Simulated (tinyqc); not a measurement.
Leakage against temperature: trap-assisted generation and recombination current of an abrupt junction. Computed by tinyqc, a small Python program. Command: `OMP_NUM_THREADS=1 python tinyqc.py 3002610 3002611 out.jsonl junctionleak walk`. One thread of a shared host (Intel(R) Xeon(R) Processor @ 2.30GHz), about 0.01 s of CPU time with the checks.

Depletion approximation, flat quasi-Fermi levels across the depleted layer, long neutral regions with minority lifetimes tau_n and tau_p, full ionisation and Boltzmann statistics. Voltages in exponents stand for e V.

Inputs (values chosen for the exercise, with bands and screening modelled on GaP):
```
quantity                              value    unit
gap E_g                                2.29      eV
electron mass m_e                      0.51     m_0
valleys M_c                               3       -
hole mass m_h                         0.801     m_0
dielectric constant eps                11.3       -
acceptor density N_A                1.9e+15   cm^-3
donor density N_D                   6.7e+18   cm^-3
capture time tau_n                  4.3e-06       s
capture time tau_p                  1.7e-05       s
trap level E_t - E_i                   0.16      eV
electron diffusion coefficient D_n       68  cm^2/s
hole diffusion coefficient D_p            1  cm^2/s
reverse bias V_r                        1.1       V
temperature T                           300       K
tunnelling mass m_t                    0.26     m_0
```

Field enhancement: Hurkx tunnelling factor.

Constants: k_B = 8.617333262e-05 eV/K; m_0 = 9.1093837015e-31 kg; k_B = 1.380649e-23 J/K; h = 6.62607015e-34 J s; e = 1.602176634e-19 C; eps_0 = 8.8541878128e-12 F/m; hbar = 1.054571817e-34 J s.

Method:
- N_c = 2 M_c (2 pi m_e k_B T/h^2)^(3/2) and N_v = 2 (2 pi m_h k_B T/h^2)^(3/2), masses in units of m_0.
- n_i = sqrt(N_c N_v) exp(-E_g/2 k_B T); V_bi = (k_B T/e) ln(N_A N_D/n_i^2); diffusion saturation current J_d0 = e n_i^2 [sqrt(D_n/tau_n)/N_A + sqrt(D_p/tau_p)/N_D].
- W = sqrt(2 eps eps_0 (V_bi - V)(1/N_A + 1/N_D)/e), x_p = W N_D/(N_A + N_D), x_n = W - x_p, peak field F_m = 2 (V_bi - V)/W; reverse bias means V = -V_r.
- Both capture times are divided by 1 + Gamma, Gamma = 2 sqrt(3 pi) (F/F_G) exp((F/F_G)^2), F_G = sqrt(24 m_t (k_B T)^3)/(e hbar) (the low-field Hurkx form), F being the local field, linear in x from 0 at the edges to F_m.
- Potential from the p edge: phi = (V_bi - V) x^2/(x_p W) on the p side and (V_bi - V)[1 - (W - x)^2/(x_n W)] on the n side; p = N_A exp(-phi/k_B T), n = n_i^2 exp(V/k_B T)/p; U = (n p - n_i^2)/[tau_p (n + n_i exp(dE/k_B T)) + tau_n (p + n_i exp(-dE/k_B T))], dE = E_t - E_i, n1 = n_i exp(dE/k_B T), p1 = n_i exp(-dE/k_B T); J_t = e int U dx by the trapezoid rule on 400 intervals on each side.
- The gap, capture times and diffusion coefficients are held fixed. J_g = -J_t at V = -V_r. The last column is -k_B d ln(J_g + J_d0)/d(1/T) from this row and the one above.

peak field F_m = 43544.3 V/cm

Reverse current:
```
T (K)  generation (A/cm^2)  diffusion (A/cm^2)  activation energy (eV)
240             4.9115e-27          6.9174e-41                       -
270             6.1265e-24          2.1702e-35                  1.3269
300             1.8739e-21          5.6008e-31                  1.3316
340             8.2339e-19          2.7368e-26                  1.3372
380             1.0297e-16          1.4297e-22                  1.3440
420             5.2407e-15          1.5071e-19                  1.3512
480             5.7561e-13          6.1231e-16                  1.3609
```

What does the comparison show, and why?

The activation energy goes from 1.327 to 1.361 eV. Generation alone gives about E_g/2 + dE if tau_p exp(dE/k_B T) exceeds tau_n exp(-dE/k_B T), else E_g/2 - dE, here 1.305 eV, plus 1.5 k_B T, less where tunnelling helps, and diffusion E_g = 2.29 eV plus 3 k_B T; generation rules in every row.

Extremes, crossings and ranges named in words are read from the listed rows.
